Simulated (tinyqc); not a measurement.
Undoped symmetric double-gate MOSFET, analytic potential model: one step of the calculation.

An undoped body of thickness ts between two equal insulators and tied gates; long channel, electrons only, n = ni exp((psi - V)/Vt) with V the quasi-Fermi potential (0 at the source, Vd at the drain), constant mobility, no quantisation. Across the body psi(x) = V - 2 Vt ln[(ts/(2 beta)) sqrt(q ni/(2 eps0 eps_r Vt)) cos(2 beta x/ts)], x from the centre. Q is the electron charge per area of the whole body.

Problem. beta at the source by Newton steps in z = ln(tan beta). With V = 0, t = exp(z), beta = arctan(t): f = ln(beta) + (1/2) ln(1 + t^2) + 2 r beta t - (Vg - V0)/(2 Vt); with c = t/(1 + t^2), df/dz = c/beta + t c + 2 r t (c + beta); z(new) = z - f/(df/dz).

Inputs (values chosen for the exercise):
- T = 293 K (temperature)
- Vg = 0.7 V (gate voltage)

Constants: q = 1.602176634e-19 C, kB = 1.380649e-23 J/K, Vt = kB T/q. Results are converted to the units shown.

z at the start = 2
r = 0.30653077
V0 = 0.31491736 V

Give: beta; f; df/dz; z after iteration 1.

Solution.

beta = 1.436
f = 1.252
df/dz = 8.183
z after iteration 1 = 1.847

Computed by the program tinyqc: `OMP_NUM_THREADS=1 python tinyqc.py 2440083 2440084 out.jsonl`, one thread of a shared Intel Xeon 2.30GHz, about 0.01 s for the whole run.
